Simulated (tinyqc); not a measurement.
Worked calculation: k.p values derived from sp3s* tight binding at Gamma. Values are carried at full precision from step to step, so a last printed digit may differ when a step is redone from the rounded ones.

At Gamma the states are two-level mixtures: s-like S+ (upper) and S- (lower) from [[Esa, Vss], [Vss, Esc]], p-like P- (valence) and P+ from [[Epa, Vxx], [Vxx, Epc]], and the bare s* levels. With real k in 1/angstrom and kz = 0, the phase sums over the four bonds are g0 = 1 - (a k/4)^2/2, g1 = i a kx/4, g3 = -(a/4)^2 kx ky to second order. Each mixture is written (anion, cation) with the anion part positive. c = hbar^2/2m0. No spin-orbit coupling.

Constants: hbar^2/2m0 = 3.80998211 eV angstrom^2.

Values chosen for the exercise (near a published set for GaAs, fitted to gaps, whose masses and valley positions are rough; shifted at random, so the results belong to these values and not to a real crystal): Esa = -8.228 eV (s level of the anion); Esc = -2.688 eV (s level of the cation); Epa = 1.039 eV (p level of the anion); Epc = 3.72 eV (p level of the cation); Vss = -6.528 eV (s-s); Vxx = 1.954 eV (px-px); a = 5.65 angstrom (lattice constant); Vsapc = 4.545 eV (s anion, p cation); Vscpa = 5.861 eV (s cation, p anion); Vxapc = 4.833 eV (s* anion, p cation); Vpaxc = 4.832 eV (p anion, s* cation); Exa = 8.637 eV (s* level of the anion); Exc = 6.64 eV (s* level of the cation); Vxy = 5.143 eV (px-py).

## States at Gamma

Solve the two blocks.

States:
```
state    E (eV)  anion part  cation part
S-     -12.5494     0.83385      0.55199
P-       0.0099     0.88479     -0.46599
S+       1.6334     0.55199     -0.83385
P+       4.7491     0.46599      0.88479
```

## Linear terms and the Kane energy

<s state|dH/dkx|x state> = i P with P = (a/4)(sa pc Vsapc + sc pa Vscpa), sa, sc and pa, pc being the parts of the two states; for s* on the anion P = (a/4) pc Vxapc, on the cation (a/4) pa Vpaxc. Ep = P^2/c for S+ to P-.

Couplings:
```
pair       P (eV angstrom)  E(first) - E(second) (eV)
S+ to P-           -7.7592                     1.6235
S+ to P+           -0.0814                    -3.1157
S- to P-            1.5487                   -12.5593
s*a to P-          -3.1811                     8.6271
s*c to P-           6.0389                     6.6301
```

Ep = 15.802 eV

The two terms of S+ to P- have the same sign and add: S+ and P- both change sign from anion to cation. An on-site momentum element between s and p, which real atoms have, is absent from this model.

## Electron mass

m0/m = [<S+|d2H/dkx^2|S+>/2 + sum P^2/(E(S+) - E(P))]/c over P- and P+, with the direct term -(a/4)^2 sa sc Vss.

parts of m0/m: direct -1.573, from P- 9.733, from P+ -0.001

mass = 0.1226 m0

The valence band supplies 119 % of m0/m; the direct term, which stands in for the free-electron 1, is -1.57. Sets of this kind were fitted to gaps and often give too heavy a mass, by up to a factor of two.

## Valence parameters L, M, N and the Luttinger values

Direct terms d0 = -(a/4)^2 pa pc Vxx, dN = -2 (a/4)^2 pa pc Vxy for P-. F = sum P^2/(E(P-) - E(s)) over S+, S-, s*a, s*c. The y state of P- couples to the z state of P+ through Q = (a/4) Vxy (pa p'c - pc p'a), primes for P+, and H1 = Q^2/(E(P-) - E(P+)). L = d0 + F, M = d0 + H1, N = dN + F + H1; g1 = -(L + 2M)/(3c), g2 = -(L - M)/(6c), g3 = -N/(6c).

d0, dN, F, Q, H1 (eV angstrom^2; Q in eV angstrom): 1.6074  8.4614  -43.5659  7.2645  -11.1353

L, M, N (eV angstrom^2): -41.958  -9.528  -46.240

g1, g2, g3: 5.338  1.419  2.023

Along [100] the masses without spin-orbit coupling are c/|L| = 0.091 (one band) and c/|M| = 0.400 (two bands).

## Checks

- Electron mass against a finite difference of the full bands: both 0.1226.
- L and M against finite differences along [100]: largest relative difference 2.1e-05.
- Lowest curvature along [111], (L + 2M + 2N)/3, against a finite difference: -51.165 against -51.163.

Program tinyqc; command `OMP_NUM_THREADS=1 python tinyqc.py 1480282 1480283 out.jsonl`; about 0.01 s on one thread of a shared Intel(R) Xeon(R) Processor @ 2.30GHz.
